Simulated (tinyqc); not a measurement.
# Double-gate transistor below threshold, two-dimensional Poisson equation on a small mesh, step by step

Computed by the program tinyqc: `OMP_NUM_THREADS=1 python tinyqc.py 2480043 2480044 out.jsonl`, one thread of a shared Intel Xeon 2.30GHz, about 0.1 s for the whole run. Printed values are rounded.

Half of a symmetric double-gate structure: row 0 is the mid-plane of the body, where the normal field vanishes. Mobile charge is neglected (subthreshold), the body is fully depleted, and potentials are counted from the intrinsic level; rows run upward to the gate, columns from source to drain.

Parameters, values chosen for the exercise; semiconductor permittivity made up: temperature T = 250 K; relative permittivity of the semiconductor eps_r = 9.54; relative permittivity of the insulator eox = 3.9; half the body thickness tb = 5 nm; insulator thickness tox = 1.1 nm; channel length L = 21 nm; acceptor density of the depleted body Na = 0 cm^-3; potential of the source Vbi = 0.56 V; gate offset Vfb = 0.13 V; gate voltage Vg = -0.1 V; drain voltage Vd = 0.5 V.

Constants: q = 1.602176634e-19 C, kB = 1.380649e-23 J/K, Vt = kB T/q, eps0 = 8.8541878128e-14 F/cm where lengths are in cm. Results are converted to the units shown.

## Coefficients of the five-point equations

Mesh: rows i = 0..2 in the semiconductor (step hs = tb/2, row 2 on the interface), then 2 step(s) ho = tox/2 up to the gate row 4; columns j = 0..6 (step hy = L/6). Box integration, divided by eps0: up_i = eps hy/h of the interval above row i, dn_i = that of the interval below (0 for row 0), lat_i = (sum of eps h/2 over the intervals above and below)/hy, s_i = -q Na w_i hy/eps0 with w_i the semiconductor height of the box (hs/2 for row 0 and the interface row, hs between, 0 in the insulator). Each free node obeys (up + dn + 2 lat) psi = up psi(above) + dn psi(below) + lat [psi(left) + psi(right)] + s.

```
row       up       dn       lat  s (V)
0    13.3560        0   3.40714      0
1    13.3560  13.3560   6.81429      0
2    24.8182  13.3560   3.71357      0
3    24.8182  24.8182  0.612857      0
```

## Iteration 1: Gauss-Seidel sweep

psi at the start (fixed values on the edges, free nodes at the gate value) (V):
```
            j=0       j=1       j=2       j=3       j=4       j=5       j=6
row 0   0.56000  -0.23000  -0.23000  -0.23000  -0.23000  -0.23000   1.06000
row 1   0.56000  -0.23000  -0.23000  -0.23000  -0.23000  -0.23000   1.06000
row 2   0.56000  -0.23000  -0.23000  -0.23000  -0.23000  -0.23000   1.06000
row 3   0.16500  -0.23000  -0.23000  -0.23000  -0.23000  -0.23000   0.41500
row 4  -0.23000  -0.23000  -0.23000  -0.23000  -0.23000  -0.23000  -0.23000
```

Free nodes: rows 0..3, columns 1..5, taken row by row from row 0, left to right. t = (up psi(above) + dn psi(below) + lat [psi(left) + psi(right)] + s)/(up + dn + 2 lat), with the newest neighbours; psi(new) = t.

psi after iteration 1 (V):
```
            j=0       j=1       j=2       j=3       j=4       j=5       j=6
row 0   0.56000  -0.09655  -0.20746  -0.22619  -0.22936  -0.01199   1.06000
row 1   0.56000  -0.05237  -0.19253  -0.22241  -0.22851   0.06034   1.06000
row 2   0.56000  -0.11364  -0.20955  -0.22611  -0.22925  -0.03985   1.06000
row 3   0.16500  -0.16846  -0.21928  -0.22797  -0.22961  -0.12944   0.41500
row 4  -0.23000  -0.23000  -0.23000  -0.23000  -0.23000  -0.23000  -0.23000
```

## Iteration 2: Gauss-Seidel sweep

As before.

psi after iteration 2 (V):
```
            j=0       j=1       j=2       j=3       j=4       j=5       j=6
row 0   0.56000   0.02487  -0.16149  -0.21329  -0.18936   0.18702   1.06000
row 1   0.56000   0.03268  -0.15489  -0.21024  -0.16391   0.20009   1.06000
row 2   0.56000  -0.05357  -0.18748  -0.21959  -0.19410   0.05867   1.06000
row 3   0.16500  -0.13902  -0.20813  -0.22465  -0.21121  -0.08114   0.41500
row 4  -0.23000  -0.23000  -0.23000  -0.23000  -0.23000  -0.23000  -0.23000
```

## Course of the iteration: Gauss-Seidel sweep

Stop when the largest change of psi is below 1e-7 V, or after 400 iterations. Fixed values: gate row Vg - Vfb; column 0 at Vbi and the last column at Vbi + Vd in the semiconductor, each running linearly to Vg - Vfb across the insulator.

Course of the iteration:
```
iteration  psi at row 0, j = 3 (V)  largest |change| of one entry (V)
1                        -0.226192                              0.290
2                        -0.213294                              0.199
3                        -0.192074                              0.106
4                        -0.156877                             0.0675
5                        -0.120187                             0.0525
6                       -0.0870386                             0.0397
7                       -0.0590069                             0.0298
8                       -0.0360991                             0.0229
9                       -0.0177229                             0.0184
...                            ...                                ...
51                       0.0502770                            6.56e-7
52                       0.0502776                            5.13e-7
53                       0.0502780                            4.02e-7
54                       0.0502783                            3.15e-7
55                       0.0502785                            2.46e-7
56                       0.0502787                            1.93e-7
57                       0.0502789                            1.51e-7
58                       0.0502790                            1.18e-7
59                       0.0502791                            9.26e-8
```

Converged in 59 iterations. At the end each change is about 0.78 times the one before: linear convergence.

## Barrier, swing and barrier lowering

converged psi (V):
```
            j=0       j=1       j=2       j=3       j=4       j=5       j=6
row 0   0.56000   0.23441   0.06948   0.05028   0.17610   0.49566   1.06000
row 1   0.56000   0.19342   0.03231   0.01328   0.12668   0.43321   1.06000
row 2   0.56000   0.04759  -0.07735  -0.09128  -0.02127   0.20736   1.06000
row 3   0.16500  -0.08886  -0.15297  -0.16011  -0.12463  -0.00755   0.41500
row 4  -0.23000  -0.23000  -0.23000  -0.23000  -0.23000  -0.23000  -0.23000
```

d psi/dVg on row 0: j=0 0.000000, j=1 0.427855, j=2 0.660775, j=3 0.730501, j=4 0.660775, j=5 0.427855, j=6 0.000000
d psi/dVd on row 0: j=0 0.00000, j=1 0.02482, j=2 0.06299, j=3 0.13475, j=4 0.27623, j=5 0.54732, j=6 1.00000

The barrier is read along row 0, the path farthest from the gate. Take the node j of lowest psi: barrier Vbi - psi_j; swing Vt ln 10/(d psi_j/dVg); DIBL = (d psi_j/dVd)/(d psi_j/dVg). The derivatives solve the same equations with s = 0 and a unit change of that voltage.

j = 3
barrier = 0.509721 V
swing = 67.9060 mV/decade
DIBL = 184.462 mV/V

A mesh of 12, 8 and 80 steps (semiconductor, insulator, channel) gives a barrier of 0.531 V, a swing of 67.5 mV a decade and a DIBL of 135 mV/V; the small mesh puts the barrier 4.0 % below that.
